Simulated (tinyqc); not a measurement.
## Carrier lifetime of a p-type layer with SRH, radiative, Auger and surface recombination: lifetime against injection

Uniform excess density dn = dp (no trapping), n = n0 + dn, p = p0 + dn, Boltzmann statistics, full ionisation. Surfaces enter as a rate 2 S dn/d, which holds while diffusion to them is fast.

ni = sqrt(Nc Nv) exp(-Eg/(2 Vt)), Eg in volts; majority density N/2 + sqrt(N^2/4 + ni^2), n0 p0 = ni^2; n1 = Nc exp(-Et/Vt), p1 = Nv exp((Et - Eg)/Vt); tn0 = 1/(sn vth Nt), tp0 = 1/(sp vth Nt). With e = n p - ni^2 = dn (n0 + p0 + dn): U_SRH = e/(tp0 (n + n1) + tn0 (p + p1)), U_rad = B e, U_Aug = (Cn n + Cp p) e, U_s = 2 S dn/d. Each tau is dn over its rate; tau = dn/U with U the sum.

Inputs (values chosen for the exercise); band and dielectric values those of a made-up semiconductor: temperature T = 300 K; band gap Eg = 1.2 eV; conduction-band density of states at T Nc = 9.73e17 cm^-3; valence-band density of states at T Nv = 1.46e19 cm^-3; radiative coefficient B = 1.91e-10 cm^3/s; acceptor density N = 1.4e14 cm^-3; Auger coefficient (two electrons) Cn = 6.9e-30 cm^6/s; Auger coefficient (two holes) Cp = 1.8e-30 cm^6/s; trap density Nt = 1.2e12 cm^-3; capture cross-section for electrons sn = 4e-15 cm^2; capture cross-section for holes sp = 1e-14 cm^2; thermal velocity (both carriers) vth = 1.5e7 cm/s; trap level below the conduction band Et = 0.29 eV; surface recombination velocity (both faces) S = 2000 cm/s; sample thickness d = 3 um.

Constants: q = 1.602176634e-19 C, kB = 1.380649e-23 J/K, Vt = kB T/q. Results are converted to the units shown.

The same in every row: tau_s (s) = 7.500e-8.

Lifetime against injection:

| dn (cm^-3) | tau_SRH (s) | tau_rad (s) | tau_Aug (s) | tau (s) | radiative share (%) | largest path |
|---|---|---|---|---|---|---|
| 1e11 | 1.441e-5 | 3.737e-5 | 28.23 | 7.446e-8 | 0.1993 | surface |
| 1e12 | 1.444e-5 | 3.713e-5 | 27.20 | 7.446e-8 | 0.2005 | surface |
| 1e13 | 1.474e-5 | 3.490e-5 | 19.67 | 7.446e-8 | 0.2133 | surface |
| 1e14 | 1.651e-5 | 2.182e-5 | 3.714 | 7.441e-8 | 0.3411 | surface |
| 1e15 | 1.883e-5 | 4.593e-6 | 0.09799 | 7.351e-8 | 1.601 | surface |
| 1e16 | 1.937e-5 | 5.163e-7 | 0.001130 | 6.526e-8 | 12.64 | surface |
| 1e17 | 1.944e-5 | 5.228e-8 | 1.147e-5 | 3.068e-8 | 58.67 | radiative |
| 1e18 | 1.944e-5 | 5.235e-9 | 1.149e-7 | 4.692e-9 | 89.64 | radiative |
| 1e19 | 1.944e-5 | 5.236e-10 | 1.149e-9 | 3.580e-10 | 68.38 | radiative |

What does the comparison show?

Surface recombination leads at dn = 1e11, radiative from 1e17 on. The total lifetime falls from 7.45e-8 to 3.58e-10 s. tau_SRH goes from 1.44e-5 s (low-injection limit 1.44e-5 s) to 1.94e-5 s (high-injection limit tn0 + tp0 = 1.94e-5 s). Between the last two rows tau_rad goes as dn^(-1.00) and tau_Aug as dn^(-2.00); the radiative share goes from 0.199 through a maximum of 89.6 (at dn = 1e18 among the rows listed) to 68.4 %. For dn = 1e18, 1e19 the carriers are degenerate, where B and the Auger coefficients no longer stay constant.

tinyqc, about 0.01 s, one thread, Intel Xeon 2.30GHz (shared host): `OMP_NUM_THREADS=1 python tinyqc.py 2300026 2300027 out.jsonl`
